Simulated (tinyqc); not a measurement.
Transfer-length model of a contact: two steps of the calculation.

A metal contact of length d and width W on a thin layer of the same width. The metal has no resistance, the sheet resistance under it equals Rsh, and current enters the layer at the front edge x = 0.

Inputs (values chosen for the exercise):
```
symbol   value      unit                       meaning
rc      1.1e-5  ohm cm^2  specific contact resistivity
d            1        um                contact length
W           72        um                 contact width
```

Task 1. Transfer length. A = Lt coth(d/Lt) is solved for Lt, starting from Lt = A. Newton step for Lt - A tanh(d/Lt) = 0: Lt(new) = Lt - [Lt - A tanh(d/Lt)]/[1 + A d/(Lt cosh(d/Lt))^2].

A = 2.3932241 um
Lt after iteration 1 = 1.3229806 um

Give: Lt after iteration 2.

Result 1.

Lt after iteration 2 = 1.4365 um

Task 2. Contact resistivity. rc = Rsh Lt^2. Short cuts: Rsh A^2 (long contact, Lt = A) and Rc W d (short contact, even current).

Rsh = 547.14441 ohm/sq
Rc = 18.186655 ohm
A = 2.3932241 um
converged Lt = 1.4388031 um

Give: rc; Rsh A^2; Rc W d.

Result 2.

rc = 1.1327e-5 ohm cm^2
Rsh A^2 = 3.1338e-5 ohm cm^2
Rc W d = 1.3094e-5 ohm cm^2

The extracted rc is 3.0 % above the value 1.1e-5 ohm cm^2 that made the data.

Numbers from tinyqc (`OMP_NUM_THREADS=1 python tinyqc.py 2760151 2760152 out.jsonl`; about 0.01 s on one thread of a shared Intel Xeon 2.30GHz).
